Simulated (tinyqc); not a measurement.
Raising U: Hubbard chain of 6 sites, mean field against exact. Computed by the program tinyqc. Collinear unrestricted mean field (the lowest of 40 random starts) against exact diagonalisation.

one-body matrix (hopping and site energies) (eV):
```
         1        2        3        4        5        6
1   0.0000  -1.8600   0.0000   0.0000   0.0000   0.0000
2  -1.8600   0.0000  -1.8600   0.0000   0.0000   0.0000
3   0.0000  -1.8600   0.0000  -1.8600   0.0000   0.0000
4   0.0000   0.0000  -1.8600   0.0000  -1.8600   0.0000
5   0.0000   0.0000   0.0000  -1.8600   0.0000  -1.8600
6   0.0000   0.0000   0.0000   0.0000  -1.8600   0.0000
```

electrons, up and down: 3  3

Exact and mean-field results (eV):
```
U          U/t    E exact  E mean field  mean |n_up - n_down|  double occupancy, exact  first gap in the sector
0.930    0.500  -11.66819     -11.60253                 0.000                    0.226                    1.474
1.860    1.000  -10.46974     -10.20753                 0.000                    0.203                    1.320
3.720    2.000   -8.45614      -7.52747                 0.404                    0.158                    1.076
5.580    3.000   -6.91189      -5.63790                 0.673                    0.120                    0.890
7.440    4.000   -5.75217      -4.41274                 0.803                    0.090                    0.746
11.160   6.000   -4.21608      -3.03029                 0.909                    0.052                    0.551
14.880   8.000   -3.28866      -2.29573                 0.948                    0.033                    0.431
22.320  12.000   -2.26064      -1.54136                 0.977                    0.016                    0.297
37.200  20.000   -1.37917      -0.92814                 0.992                    0.006                    0.181
```

What does the comparison show, and why?

In absolute terms mean field is worst at U/t = 4.0, 1.339 eV too high: at small U it is nearly exact, and at large U it misses only exchange-scale energies. Its local moments set in at U/t = 2.0 of those listed, a broken symmetry that the exact state of a finite cluster with equal spins does not have. Relative to the exact energy its error is 0.6 % at the smallest U, 33 % at most and 33 % at the largest. The double occupancy falls from 0.226 to 0.006; at the largest U the first gap is 0.49 times the exchange scale 4t^2/U.
